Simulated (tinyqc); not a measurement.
Worked calculation: CISD on RHF in the sto-6g basis, for H4, spin multiplicity 1. One step of it, computed by the program tinyqc.

Problem. Iteration 2 (converged): orbitals. Diagonalise F' = X^T F X, C = X C', fill 2 alpha and 2 beta electrons from the bottom; D = 2 C_occ C_occ^T. Each column has its largest component positive (the first on a tie).

converged F (hartree), order 1H 1s, 2H 1s, 3H 1s, 4H 1s:
$$\begin{pmatrix}
-0.231661 & -0.454380 & -0.109210 & -0.092542 \\
-0.454380 & -0.231661 & -0.092542 & -0.109210 \\
-0.109210 & -0.092542 & -0.231661 & -0.454380 \\
-0.092542 & -0.109210 & -0.454380 & -0.231661
\end{pmatrix}$$

X, order 1H 1s, 2H 1s, 3H 1s, 4H 1s:
$$\begin{pmatrix}
1.099959 & -0.263990 & -0.065937 & -0.001064 \\
-0.263990 & 1.099959 & -0.001064 & -0.065937 \\
-0.065937 & -0.001064 & 1.099959 & -0.263990 \\
-0.001064 & -0.065937 & -0.263990 & 1.099959
\end{pmatrix}$$

Give: F' = X^T F X; orbital energies; coefficients C; D after iteration 2.

Solution.

F' = X^T F X (hartree):
$$\begin{pmatrix}
-0.0208 & -0.4391 & -0.0678 & 0.0027 \\
-0.4391 & -0.0208 & 0.0027 & -0.0678 \\
-0.0678 & 0.0027 & -0.0208 & -0.4391 \\
0.0027 & -0.0678 & -0.4391 & -0.0208
\end{pmatrix}$$

orbital energies (hartree): MO1 -0.5250, MO2 -0.3949, MO3 0.3477, MO4 0.4887

coefficients C, order 1H 1s, 2H 1s, 3H 1s, 4H 1s:
$$\begin{pmatrix}
0.3845 & 0.4515 & 0.6495 & 0.7144 \\
0.3845 & 0.4515 & -0.6495 & -0.7144 \\
0.3845 & -0.4515 & 0.6495 & -0.7144 \\
0.3845 & -0.4515 & -0.6495 & 0.7144
\end{pmatrix}$$

D after iteration 2, order 1H 1s, 2H 1s, 3H 1s, 4H 1s:
$$\begin{pmatrix}
0.7033 & 0.7033 & -0.1120 & -0.1120 \\
0.7033 & 0.7033 & -0.1120 & -0.1120 \\
-0.1120 & -0.1120 & 0.7033 & 0.7033 \\
-0.1120 & -0.1120 & 0.7033 & 0.7033
\end{pmatrix}$$
